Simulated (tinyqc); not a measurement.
Ways to converge the cycle: SCF convergence aids in the 3-21g basis, for Li+, spin multiplicity 1. Computed by the program tinyqc with PySCF. 

Geometry (angstrom):
```
atom,x,y,z
Li,0.0000,0.0000,0.0000
```

lowest restricted solution found by these runs and by PySCF = -7.187095 hartree

RHF with one setting changed at a time; a run stops when the energy changes by less than 1e-09 hartree and the error matrix is below 1e-5. The start is the Wolfsberg-Helmholz matrix. Damping d keeps d of the old density; a shift (hartree) raises the virtual levels; DIIS n extrapolates F over n matrices.

Largest element of the error matrix X^T (FDS - SDF) X:
```
iteration,plain,damping 0.3,damping 0.6,shift 0.4,DIIS 3,DIIS 8
1,1.2e-01,1.2e-01,1.2e-01,1.2e-01,1.2e-01,1.2e-01
2,1.6e-02,4.7e-02,7.8e-02,3.0e-02,1.6e-02,1.6e-02
3,2.1e-03,1.9e-02,5.1e-02,7.2e-03,6.4e-05,6.4e-05
4,2.8e-04,7.3e-03,3.3e-02,1.8e-03,2.5e-06,2.5e-06
5,3.7e-05,2.9e-03,2.2e-02,4.4e-04,8.2e-10,1.1e-10
6,4.9e-06,1.1e-03,1.4e-02,1.1e-04,-,-
8,-,1.7e-04,6.1e-03,6.5e-06,-,-
10,-,2.7e-05,2.6e-03,-,-,-
14,-,6.4e-07,4.7e-04,-,-,-
20,-,-,3.7e-05,-,-,-
30,-,-,5.2e-07,-,-,-
```

How each run ends:
```
run,iterations,E (hartree),state
plain,6,-7.18709,lowest found
damping 0.3,15,-7.18709,lowest found
damping 0.6,30,-7.18709,lowest found
shift 0.4,8,-7.18709,lowest found
DIIS 3,5,-7.18709,lowest found
DIIS 8,5,-7.18709,lowest found
```

6 of 6 runs reach the lowest restricted solution found, in 5 to 30 iterations (fastest: DIIS 3, DIIS 8). Plain steps already contract here, so damping only slows them. DIIS 3 and DIIS 8 gain by cancelling the error over several earlier matrices, much as a quasi-Newton step does.
